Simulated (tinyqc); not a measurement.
Bandgap voltage reference from two bipolar transistors: two steps of the calculation.

Two transistors of area 1 and N carry the same current I. Is(T) = Is (T/T0)^eta exp[(Vg0 q/kB)(1/T0 - 1/T)], VBE1 = Vt ln(I/Is(T)) + I rb, VBE2 = Vt ln(I/(N Is(T))) + I rb/N. The amplifier forces I R1(T) = VBE1 - VBE2 + Vos, with R(T) = R (1 + tc (T - T0)) for both resistors, and the output is Vref = VBE1 + I R2(T). Base currents and the Early effect are neglected.

Parameters, values chosen for the exercise; values of the order met in silicon bipolar transistors:
- T0 = 300 K (reference temperature)
- Vg0 = 1.167 V (band-gap voltage extrapolated to 0 K)
- eta = 3.4 (temperature exponent of the saturation current)
- Is = 1.2e-16 A (saturation current of the unit transistor at T0)
- N = 15 (area ratio of the second transistor)
- R1 = 35 kohm (resistor across which the difference of VBE falls, at T0)
- tc = 0 ppm/K (temperature coefficient of both resistors)
- Vos = 0 mV (offset of the amplifier)
- rb = 0 ohm (series resistance of the unit transistor)
- R2 = 319.6 kohm (output resistor at T0)

Constants: q = 1.602176634e-19 C, kB = 1.380649e-23 J/K. Results are converted to the units shown.

Task 1. Operating point at the reference temperature. Vt = kB T/q; I = (Vt ln N + Vos)/(R1(T) - rb (1 - 1/N)). Evaluate at T = T0.

Wanted: Vt; I; Is(T); VBE1; I R2; Vref.

Result 1.

Vt = 0.02585 V
I = 2.000 uA
Is(T) = 1.200e-16 A
VBE1 = 0.6085 V
I R2 = 0.6393 V
Vref = 1.248 V

Task 2. Resistor for zero slope at T0, ideal case. With tc = 0, Vos = 0 and rb = 0 the current is proportional to T, dVBE/dT = (VBE - Vg0 - (eta - 1) Vt)/T, and Vref has zero slope at T0 when Vref = Vg0 + (eta - 1) Vt0. Find VBE1, its slope, that Vref, R2/R1 and the curvature d2Vref/dT2 = -(eta - 1) kB/(q T0).

Wanted: VBE1; dVBE/dT; Vref; R2/R1; curvature.

Result 2.

VBE1 = 0.6085 V
dVBE/dT = -2.069 mV/K
Vref = 1.229 V
R2/R1 = 8.864
curvature = -0.6894 uV/K^2

tinyqc, about 0.03 s, one thread, Intel Xeon 2.30GHz (shared host): `OMP_NUM_THREADS=1 python tinyqc.py 2062207 2062208 out.jsonl`
